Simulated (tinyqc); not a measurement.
Inside a calculation (part 1 of 2). Method: CCD on RHF in the sto-3g basis, frozen core, for BeH2, spin multiplicity 1. Computed by tinyqc, a small Python program that keeps every step (integrals from PySCF). Settings: charge = 0, multiplicity = 1, basis = sto-3g, method = RHF, frozen orbitals = 1, energy threshold = 1e-10, iteration cap = 52, orthogonalisation = canonical, start = atomic densities, DIIS depth = 6, amplitude equations = CCD, DIIS depth for amplitudes = 4, cap on updates = 62. Command: `OMP_NUM_THREADS=1 python tinyqc.py 26794 26795 out.jsonl` (the two numbers bound the seeds that draw the settings). One thread of a shared host (Intel(R) Xeon(R) Processor @ 2.60GHz), about 0.1 s of CPU time with the checks. Later iterations appear only in the table of the cycle.

## One-electron integrals

Geometry (angstrom):
```
atom        x         y        z
Be    0.00000   0.00000  0.00000
H     0.00000   1.44000  0.15500
H     0.00000  -1.44000  0.15500
```

Basis sto-3g: exponents (1/bohr^2) and contraction coefficients of normalised primitives:
```
element  l (shell)  exponent  coefficient
Be           s (1)  30.16787      0.15433
Be           s (1)   5.49512      0.53533
Be           s (1)   1.48719      0.44463
Be           s (2)   1.31483     -0.09997
Be           s (2)   0.30554      0.39951
Be           s (2)   0.09937      0.70012
Be           p (3)   1.31483      0.15592
Be           p (3)   0.30554      0.60768
Be           p (3)   0.09937      0.39196
H            s (1)   3.42525      0.15433
H            s (1)   0.62391      0.53533
H            s (1)   0.16886      0.44463
```

Overlap, kinetic and nuclear-attraction integrals over the contracted functions; the nuclear repulsion is the sum of Za Zb / Rab.

nuclear repulsion = 3.1067312 hartree

overlap S:
```
          1Be 1s   1Be 2s  1Be 2px   1Be 2py  1Be 2pz    2H 1s     3H 1s
1Be 1s   1.00000  0.25952  0.00000   0.00000  0.00000  0.05475   0.05475
1Be 2s   0.25952  1.00000  0.00000   0.00000  0.00000  0.41689   0.41689
1Be 2px  0.00000  0.00000  1.00000   0.00000  0.00000  0.00000   0.00000
1Be 2py  0.00000  0.00000  0.00000   1.00000  0.00000  0.49069  -0.49069
1Be 2pz  0.00000  0.00000  0.00000   0.00000  1.00000  0.05282   0.05282
2H 1s    0.05475  0.41689  0.00000   0.49069  0.05282  1.00000   0.02345
3H 1s    0.05475  0.41689  0.00000  -0.49069  0.05282  0.02345   1.00000
```

kinetic energy T (hartree):
```
           1Be 1s    1Be 2s  1Be 2px   1Be 2py  1Be 2pz     2H 1s     3H 1s
1Be 1s    6.69397  -0.03301  0.00000   0.00000  0.00000  -0.01447  -0.01447
1Be 2s   -0.03301   0.21111  0.00000   0.00000  0.00000   0.05341   0.05341
1Be 2px   0.00000   0.00000  0.66059   0.00000  0.00000   0.00000   0.00000
1Be 2py   0.00000   0.00000  0.00000   0.66059  0.00000   0.15821  -0.15821
1Be 2pz   0.00000   0.00000  0.00000   0.00000  0.66059   0.01703   0.01703
2H 1s    -0.01447   0.05341  0.00000   0.15821  0.01703   0.76003  -0.00767
3H 1s    -0.01447   0.05341  0.00000  -0.15821  0.01703  -0.00767   0.76003
```

nuclear attraction V (hartree):
```
            1Be 1s    1Be 2s   1Be 2px   1Be 2py   1Be 2pz     2H 1s     3H 1s
1Be 1s   -15.29184  -2.08889   0.00000   0.00000  -0.00330  -0.43899  -0.43899
1Be 2s    -2.08889  -3.00899   0.00000   0.00000  -0.02902  -1.18618  -1.18618
1Be 2px    0.00000   0.00000  -2.92109   0.00000   0.00000   0.00000   0.00000
1Be 2py    0.00000   0.00000   0.00000  -3.12737   0.00000  -1.36261   1.36261
1Be 2pz   -0.00330  -0.02902   0.00000   0.00000  -2.92348  -0.14956  -0.14956
2H 1s     -0.43899  -1.18618   0.00000  -1.36261  -0.14956  -2.86447  -0.07835
3H 1s     -0.43899  -1.18618   0.00000   1.36261  -0.14956  -0.07835  -2.86447
```

core Hamiltonian H = T + V (hartree):
```
           1Be 1s    1Be 2s   1Be 2px   1Be 2py   1Be 2pz     2H 1s     3H 1s
1Be 1s   -8.59786  -2.12190   0.00000   0.00000  -0.00330  -0.45345  -0.45345
1Be 2s   -2.12190  -2.79787   0.00000   0.00000  -0.02902  -1.13277  -1.13277
1Be 2px   0.00000   0.00000  -2.26050   0.00000   0.00000   0.00000   0.00000
1Be 2py   0.00000   0.00000   0.00000  -2.46677   0.00000  -1.20440   1.20440
1Be 2pz  -0.00330  -0.02902   0.00000   0.00000  -2.26289  -0.13253  -0.13253
2H 1s    -0.45345  -1.13277   0.00000  -1.20440  -0.13253  -2.10444  -0.08603
3H 1s    -0.45345  -1.13277   0.00000   1.20440  -0.13253  -0.08603  -2.10444
```

## Two-electron integrals

Functions are numbered as in S; the eight-fold symmetry (ij|kl) = (ji|kl) = (kl|ij) leaves the list below.

Two-electron integrals (ij|kl) in chemists' order, unique and non-zero (hartree):
```
(11|11) 2.29883    (21|11) 0.39204    (21|21) 0.07954    (22|11) 0.57099
(22|21) 0.14304    (22|22) 0.41768    (31|31) 0.01461    (32|31) 0.02189
(32|32) 0.09226    (33|11) 0.56958    (33|21) 0.14308    (33|22) 0.41759
(33|33) 0.44986    (41|41) 0.01461    (42|41) 0.02189    (42|42) 0.09226
(43|43) 0.02425    (44|11) 0.56958    (44|21) 0.14308    (44|22) 0.41759
(44|33) 0.40136    (44|44) 0.44986    (51|51) 0.01461    (52|51) 0.02189
(52|52) 0.09226    (53|53) 0.02425    (54|54) 0.02425    (55|11) 0.56958
(55|21) 0.14308    (55|22) 0.41759    (55|33) 0.40136    (55|44) 0.40136
(55|55) 0.44986    (61|11) 0.08171    (61|21) 0.01657    (61|22) 0.03004
(61|33) 0.02983    (61|41) 0.00146    (61|42) 0.00275    (61|44) 0.03048
(61|51) 0.00016    (61|52) 0.00030    (61|54) 0.00007    (61|55) 0.02984
(61|61) 0.00362    (62|11) 0.19659    (62|21) 0.04996    (62|22) 0.15871
(62|33) 0.15272    (62|41) 0.00651    (62|42) 0.03977    (62|44) 0.17036
(62|51) 0.00070    (62|52) 0.00428    (62|54) 0.00190    (62|55) 0.15292
(62|61) 0.01151    (62|62) 0.08943    (63|31) 0.00461    (63|32) 0.02152
(63|43) 0.00690    (63|53) 0.00074    (63|63) 0.00827    (64|11) 0.20915
(64|21) 0.05380    (64|22) 0.17927    (64|33) 0.16864    (64|41) 0.01058
(64|42) 0.06180    (64|44) 0.20013    (64|51) 0.00064    (64|52) 0.00434
(64|54) 0.00265    (64|55) 0.16885    (64|61) 0.01296    (64|62) 0.11495
(64|64) 0.15273    (65|11) 0.02251    (65|21) 0.00579    (65|22) 0.01930
(65|33) 0.01815    (65|41) 0.00064    (65|42) 0.00434    (65|44) 0.02006
(65|51) 0.00468    (65|52) 0.02198    (65|54) 0.00711    (65|55) 0.01966
(65|61) 0.00140    (65|62) 0.01237    (65|64) 0.01555    (65|65) 0.00994
(66|11) 0.36318    (66|21) 0.09396    (66|22) 0.33438    (66|33) 0.31014
(66|41) 0.01443    (66|42) 0.11358    (66|44) 0.38177    (66|51) 0.00155
(66|52) 0.01223    (66|54) 0.00771    (66|55) 0.31097    (66|61) 0.02223
(66|62) 0.23882    (66|64) 0.32603    (66|65) 0.03509    (66|66) 0.77461
(71|11) 0.08171    (71|21) 0.01657    (71|22) 0.03004    (71|33) 0.02983
(71|41) -0.00146   (71|42) -0.00275   (71|44) 0.03048    (71|51) 0.00016
(71|52) 0.00030    (71|54) -0.00007   (71|55) 0.02984    (71|61) 0.00331
(71|62) 0.00973    (71|64) 0.01009    (71|65) 0.00119    (71|66) 0.01807
(71|71) 0.00362    (72|11) 0.19659    (72|21) 0.04996    (72|22) 0.15871
(72|33) 0.15272    (72|41) -0.00651   (72|42) -0.03977   (72|44) 0.17036
(72|51) 0.00070    (72|52) 0.00428    (72|54) -0.00190   (72|55) 0.15292
(72|61) 0.00973    (72|62) 0.04675    (72|64) 0.04812    (72|65) 0.00638
(72|66) 0.09219    (72|71) 0.01151    (72|72) 0.08943    (73|31) 0.00461
(73|32) 0.02152    (73|43) -0.00690   (73|53) 0.00074    (73|63) 0.00344
(73|73) 0.00827    (74|11) -0.20915   (74|21) -0.05380   (74|22) -0.17927
(74|33) -0.16864   (74|41) 0.01058    (74|42) 0.06180    (74|44) -0.20013
(74|51) -0.00064   (74|52) -0.00434   (74|54) 0.00265    (74|55) -0.16885
(74|61) -0.01009   (74|62) -0.04812   (74|64) -0.04772   (74|65) -0.00647
(74|66) -0.09379   (74|71) -0.01296   (74|72) -0.11495   (74|74) 0.15273
(75|11) 0.02251    (75|21) 0.00579    (75|22) 0.01930    (75|33) 0.01815
(75|41) -0.00064   (75|42) -0.00434   (75|44) 0.02006    (75|51) 0.00468
(75|52) 0.02198    (75|54) -0.00711   (75|55) 0.01966    (75|61) 0.00119
(75|62) 0.00638    (75|64) 0.00647    (75|65) 0.00429    (75|66) 0.01287
(75|71) 0.00140    (75|72) 0.01237    (75|74) -0.01555   (75|75) 0.00994
(76|11) 0.01453    (76|21) 0.00360    (76|22) 0.01021    (76|33) 0.01005
(76|44) 0.01050    (76|51) 0.00010    (76|52) 0.00049    (76|55) 0.01008
(76|61) 0.00076    (76|62) 0.00401    (76|64) 0.00459    (76|65) 0.00061
(76|66) 0.00869    (76|71) 0.00076    (76|72) 0.00401    (76|74) -0.00459
(76|75) 0.00061    (76|76) 0.00026    (77|11) 0.36318    (77|21) 0.09396
(77|22) 0.33438    (77|33) 0.31014    (77|41) -0.01443   (77|42) -0.11358
(77|44) 0.38177    (77|51) 0.00155    (77|52) 0.01223    (77|54) -0.00771
(77|55) 0.31097    (77|61) 0.01807    (77|62) 0.09219    (77|64) 0.09379
(77|65) 0.01287    (77|66) 0.18372    (77|71) 0.02223    (77|72) 0.23882
(77|74) -0.32603   (77|75) 0.03509    (77|76) 0.00869    (77|77) 0.77461
```

## Orthogonalisation

S = U s U^T; canonical form X = U s^(-1/2), so that X^T S X = 1. Each column of U has its largest component positive (the first on a tie).

eigenvalues of S: 0.29424  0.38758  0.93391  1.00000  1.01348  1.68231  1.68847

X:
```
                1         2         3        4         5         6        7
1Be 1s    0.00000  -0.35876   0.86553  0.00000  -0.37394   0.00000  0.25380
1Be 2s    0.00000   1.15850  -0.11046  0.00000  -0.06807   0.00000  0.52406
1Be 2px   0.00000   0.00000   0.00000  1.00000   0.00000   0.00000  0.00000
1Be 2py   1.29251   0.00000   0.00000  0.00000   0.00000   0.54976  0.00000
1Be 2pz   0.00000   0.12751   0.41659  0.00000   0.90313   0.00000  0.05427
2H 1s    -0.92952  -0.73925  -0.26064  0.00000   0.11529   0.38222  0.35373
3H 1s     0.92952  -0.73925  -0.26064  0.00000   0.11529  -0.38222  0.35373
```

## Starting guess

The start is atomic minimal-basis densities projected into this basis (PySCF's MINAO start) and scaled to the electron count of each spin; this density is not idempotent, so its energy is not variational and may lie below the converged one.

D at the start:
```
           1Be 1s    1Be 2s  1Be 2px   1Be 2py   1Be 2pz     2H 1s     3H 1s
1Be 1s    2.15342  -0.51950  0.00000   0.00000   0.00241  -0.02951  -0.02951
1Be 2s   -0.51950   2.03164  0.00000   0.00000  -0.00545   0.13452   0.13452
1Be 2px   0.00000   0.00000  0.00000   0.00000   0.00000   0.00000   0.00000
1Be 2py   0.00000   0.00000  0.00000   0.00337   0.00000   0.03861  -0.03861
1Be 2pz   0.00241  -0.00545  0.00000   0.00000   0.00005   0.00358   0.00358
2H 1s    -0.02951   0.13452  0.00000   0.03861   0.00358   0.89315   0.00986
3H 1s    -0.02951   0.13452  0.00000  -0.03861   0.00358   0.00986   0.89315
```

## Iteration 1: building the Fock matrix

J_ij = sum D_kl (ij|kl), K_ij = sum D_kl (ik|jl); F = H + J - 0.5 K; E = tr D H + tr D J / 2 - 0.25 tr D K + E_nn.

Coulomb J (hartree):
```
          1Be 1s   1Be 2s  1Be 2px   1Be 2py  1Be 2pz    2H 1s     3H 1s
1Be 1s   6.48280  1.25391  0.00000   0.00000  0.00313  0.26298   0.26298
1Be 2s   1.25391  2.63829  0.00000   0.00000  0.02420  1.03824   1.03824
1Be 2px  0.00000  0.00000  2.58680   0.00000  0.00000  0.00000   0.00000
1Be 2py  0.00000  0.00000  0.00000   2.72923  0.00000  1.19252  -1.19252
1Be 2pz  0.00313  0.02420  0.00000   0.00000  2.58845  0.13106   0.13106
2H 1s    0.26298  1.03824  0.00000   1.19252  0.13106  2.34051   0.06663
3H 1s    0.26298  1.03824  0.00000  -1.19252  0.13106  0.06663   2.34051
```

exchange K (hartree):
```
          1Be 1s   1Be 2s  1Be 2px   1Be 2py  1Be 2pz    2H 1s     3H 1s
1Be 1s   4.71070  0.82738  0.00000   0.00000  0.00363  0.19280   0.19280
1Be 2s   0.82738  1.11793  0.00000   0.00000  0.02754  0.60273   0.60273
1Be 2px  0.00000  0.00000  0.22320   0.00000  0.00000  0.00000   0.00000
1Be 2py  0.00000  0.00000  0.00000   0.53250  0.00000  0.41187  -0.41187
1Be 2pz  0.00363  0.02754  0.00000   0.00000  0.22677  0.04563   0.04563
2H 1s    0.19280  0.60273  0.00000   0.41187  0.04563  0.95920   0.12708
3H 1s    0.19280  0.60273  0.00000  -0.41187  0.04563  0.12708   0.95920
```

Fock matrix F (hartree):
```
           1Be 1s    1Be 2s  1Be 2px   1Be 2py   1Be 2pz     2H 1s     3H 1s
1Be 1s   -4.47041  -1.28167  0.00000   0.00000  -0.00198  -0.28687  -0.28687
1Be 2s   -1.28167  -0.71855  0.00000   0.00000  -0.01859  -0.39590  -0.39590
1Be 2px   0.00000   0.00000  0.21471   0.00000   0.00000   0.00000   0.00000
1Be 2py   0.00000   0.00000  0.00000  -0.00380   0.00000  -0.21782   0.21782
1Be 2pz  -0.00198  -0.01859  0.00000   0.00000   0.21218  -0.02428  -0.02428
2H 1s    -0.28687  -0.39590  0.00000  -0.21782  -0.02428  -0.24354  -0.08293
3H 1s    -0.28687  -0.39590  0.00000   0.21782  -0.02428  -0.08293  -0.24354
```

total energy of this density = -15.3491755 hartree

This density is the starting one; it is not idempotent, so its energy is not variational and may lie below the converged one.

## Iteration 1: diagonalisation and new density

Diagonalise F' = X^T F X, C = X C', fill 3 alpha and 3 beta electrons from the bottom; D = 2 C_occ C_occ^T. Each column has its largest component positive (the first on a tie).

F' = X^T F X (hartree):
```
         1         2         3        4         5         6         7
1  0.76289   0.00000   0.00000  0.00000   0.00000   0.11882   0.00000
2  0.00000   0.22798   0.52543  0.00000  -0.20636   0.00000   0.16718
3  0.00000   0.52543  -2.89613  0.00000   1.45661   0.00000  -1.43019
4  0.00000   0.00000   0.00000  0.21471   0.00000   0.00000   0.00000
5  0.00000  -0.20636   1.45661  0.00000  -0.47389   0.00000   0.71235
6  0.11882   0.00000   0.00000  0.00000   0.00000  -0.23116   0.00000
7  0.00000   0.16718  -1.43019  0.00000   0.71235   0.00000  -1.30687
```

orbital energies (hartree): MO1 -4.47430, MO2 -0.49978, MO3 -0.24516, MO4 0.20160, MO5 0.21471, MO6 0.32357, MO7 0.77690

coefficients C:
```
              MO1       MO2       MO3       MO4      MO5       MO6       MO7
1Be 1s    0.99111  -0.23563   0.00000   0.07770  0.00000  -0.19554   0.00000
1Be 2s    0.03315   0.65981   0.00000  -0.37997  0.00000   1.02605   0.00000
1Be 2px   0.00000   0.00000   0.00000   0.00000  1.00000   0.00000   0.00000
1Be 2py   0.00000   0.00000   0.39467   0.00000  0.00000   0.00000   1.34798
1Be 2pz   0.00071   0.01457   0.00000   0.92150  0.00000   0.39879   0.00000
2H 1s    -0.00172   0.33811   0.48841   0.23842  0.00000  -0.76268  -0.87838
3H 1s    -0.00172   0.33811  -0.48841   0.23842  0.00000  -0.76268   0.87838
```

D after iteration 1:
```
           1Be 1s    1Be 2s  1Be 2px   1Be 2py   1Be 2pz     2H 1s     3H 1s
1Be 1s    2.07566  -0.24522  0.00000   0.00000  -0.00547  -0.16275  -0.16275
1Be 2s   -0.24522   0.87288  0.00000   0.00000   0.01927   0.44607   0.44607
1Be 2px   0.00000   0.00000  0.00000   0.00000   0.00000   0.00000   0.00000
1Be 2py   0.00000   0.00000  0.00000   0.31154   0.00000   0.38552  -0.38552
1Be 2pz  -0.00547   0.01927  0.00000   0.00000   0.00043   0.00985   0.00985
2H 1s    -0.16275   0.44607  0.00000   0.38552   0.00985   0.70573  -0.24843
3H 1s    -0.16275   0.44607  0.00000  -0.38552   0.00985  -0.24843   0.70573
```

## Iteration 7 (converged): orbitals

converged F (hartree):
```
           1Be 1s    1Be 2s  1Be 2px   1Be 2py   1Be 2pz     2H 1s     3H 1s
1Be 1s   -4.52261  -1.28862  0.00000   0.00000   0.00248  -0.28044  -0.28044
1Be 2s   -1.28862  -0.61207  0.00000   0.00000  -0.02155  -0.37658  -0.37658
1Be 2px   0.00000   0.00000  0.21362   0.00000   0.00000   0.00000   0.00000
1Be 2py   0.00000   0.00000  0.00000  -0.18902   0.00000  -0.31800   0.31800
1Be 2pz   0.00248  -0.02155  0.00000   0.00000   0.21056  -0.02698  -0.02698
2H 1s    -0.28044  -0.37658  0.00000  -0.31800  -0.02698  -0.26987  -0.03054
3H 1s    -0.28044  -0.37658  0.00000   0.31800  -0.02698  -0.03054  -0.26987
```

As before.

F' = X^T F X (hartree):
```
         1         2         3        4         5         6         7
1  0.79885   0.00000   0.00000  0.00000   0.00000   0.04655   0.00000
2  0.00000   0.33880   0.51547  0.00000  -0.21463   0.00000   0.21867
3  0.00000   0.51547  -2.92827  0.00000   1.47917   0.00000  -1.45998
4  0.00000   0.00000   0.00000  0.21362   0.00000   0.00000   0.00000
5  0.00000  -0.21463   1.47917  0.00000  -0.48716   0.00000   0.71490
6  0.04655   0.00000   0.00000  0.00000   0.00000  -0.39435   0.00000
7  0.00000   0.21867  -1.45998  0.00000   0.71490   0.00000  -1.25994
```

orbital energies (hartree): MO1 -4.52602, MO2 -0.43724, MO3 -0.39616, MO4 0.20781, MO5 0.21362, MO6 0.41888, MO7 0.80066

coefficients C:
```
              MO1       MO2       MO3       MO4      MO5       MO6       MO7
1Be 1s    0.99179  -0.21673   0.00000   0.05157  0.00000  -0.22096   0.00000
1Be 2s    0.03164   0.58238   0.00000  -0.22358  0.00000   1.11510   0.00000
1Be 2px   0.00000   0.00000   0.00000   0.00000  1.00000   0.00000   0.00000
1Be 2py   0.00000   0.00000   0.49903   0.00000  0.00000   0.00000   1.31293
1Be 2pz  -0.00006   0.02490   0.00000   0.97382  0.00000   0.24384   0.00000
2H 1s    -0.00355   0.39203   0.41812   0.10049  0.00000  -0.76750  -0.91393
3H 1s    -0.00355   0.39203  -0.41812   0.10049  0.00000  -0.76750   0.91393
```

D after iteration 7:
```
           1Be 1s    1Be 2s  1Be 2px   1Be 2py   1Be 2pz     2H 1s     3H 1s
1Be 1s    2.06124  -0.18969  0.00000   0.00000  -0.01091  -0.17697  -0.17697
1Be 2s   -0.18969   0.68033  0.00000   0.00000   0.02900   0.45639   0.45639
1Be 2px   0.00000   0.00000  0.00000   0.00000   0.00000   0.00000   0.00000
1Be 2py   0.00000   0.00000  0.00000   0.49806   0.00000   0.41730  -0.41730
1Be 2pz  -0.01091   0.02900  0.00000   0.00000   0.00124   0.01952   0.01952
2H 1s    -0.17697   0.45639  0.00000   0.41730   0.01952   0.65704  -0.04225
3H 1s    -0.17697   0.45639  0.00000  -0.41730   0.01952  -0.04225   0.65704
```

## Convergence

Stop when the energy changes by less than 1e-10 hartree and every element of the error matrix X^T (F D S - S D F) X is below 3e-06.

Course of the cycle:
```
iteration  E (hartree)     change  largest element of the error matrix
1          -15.3491755          -                             3.95e-01
2          -15.5254469  -1.76e-01                             1.44e-01
3          -15.5417730  -1.63e-02                             2.27e-02
4          -15.5424637  -6.91e-04                             9.21e-04
5          -15.5424660  -2.24e-06                             2.25e-04
6          -15.5424661  -1.08e-07                             5.56e-06
7          -15.5424661  -3.03e-11                             4.07e-07
```

PySCF RHF in the same basis = -15.5424661 hartree

Converged in 7 iterations.

## Populations, bond orders and dipole

Mulliken: Z minus the diagonal of D S on the atom; Loewdin: the same with S^(1/2) D S^(1/2); Mayer order: 2 sum_s sum (D(s) S)_ij (D(s) S)_ji over the two atoms.

Charges (e):
```
atom  Mulliken   Loewdin
1Be    0.08484   0.07053
2H    -0.04242  -0.03527
3H    -0.04242  -0.03527
```

Mayer bond orders:
```
pair    order
2-1   0.99570
3-1   0.99570
3-2   0.00250
```

dipole moment about the origin, x y z (debye): 0.00000  0.00000  -0.48747
